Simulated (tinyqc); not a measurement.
# Charge pumping in an n-channel transistor, step by step

Numbers from tinyqc (`OMP_NUM_THREADS=1 python tinyqc.py 2030135 2030136 out.jsonl`; about 0.01 s on one thread of a shared Intel Xeon 2.30GHz). Printed values are rounded.

The gate is pulsed from accumulation to inversion and back. Energies E are counted from the intrinsic level; Dit(E) = D0 [1 + b (2 E/Eg)^2]. During each edge the traps near the bands emit their carriers, and those between Eh and Ee recombine once a cycle.

Inputs (values chosen for the exercise); band and dielectric values close to those of silicon: temperature T = 300 K; band gap Eg = 1.13 eV; conduction-band density of states at 300 K Nc = 2.76e19 cm^-3; valence-band density of states at 300 K Nv = 2.62e19 cm^-3; gate area A = 3.5 um^2; trap density at midgap D0 = 1.6e10 cm^-2 eV^-1; rise of the trap density towards the band edges b = 3; cross-section for electrons sn = 9.7e-16 cm^2; cross-section for holes sp = 1.8e-16 cm^2; thermal velocity at 300 K, one nominal value for electrons and holes vth = 1.7e7 cm/s; Vth - Vfb dV = 1.02 V; pulse height Va = 2.9 V; frequency f = 55000 Hz; rise time tr = 380 ns; fall time tf = 310 ns.

Constants: q = 1.602176634e-19 C, kB = 1.380649e-23 J/K, Vt = kB T/q. Results are converted to the units shown.

Range of the model: The Fermi levels of inversion and accumulation are taken to lie beyond Ee and Eh, the flat tops to fill all traps, and no geometric current is added.

## Emission levels

ni = sqrt(Nc Nv) exp(-Eg/(2 Vt)), Eg in volts; emission times te = (dV/Va) tf and th = (dV/Va) tr; Ee = -Vt ln(vth sn ni te), Eh = +Vt ln(vth sp ni th).

ni = 8.67008e9 cm^-3
te = 109.034 ns
th = 133.655 ns
Ee = 0.286155 eV
Eh = -0.324435 eV

The window covers 54.0 % of the gap.

## Pumped charge and current

Nit = integral of Dit from Eh to Ee = D0 [Ee - Eh + 4 b (Ee^3 - Eh^3)/(3 Eg^2)], Qcp = q A Nit, Icp = f Qcp.

Nit = 1.26555e10 cm^-2
mean Dit = 2.07267e10 cm^-2 eV^-1
traps pumped a cycle = 442.942
Icp = 3.90319 pA
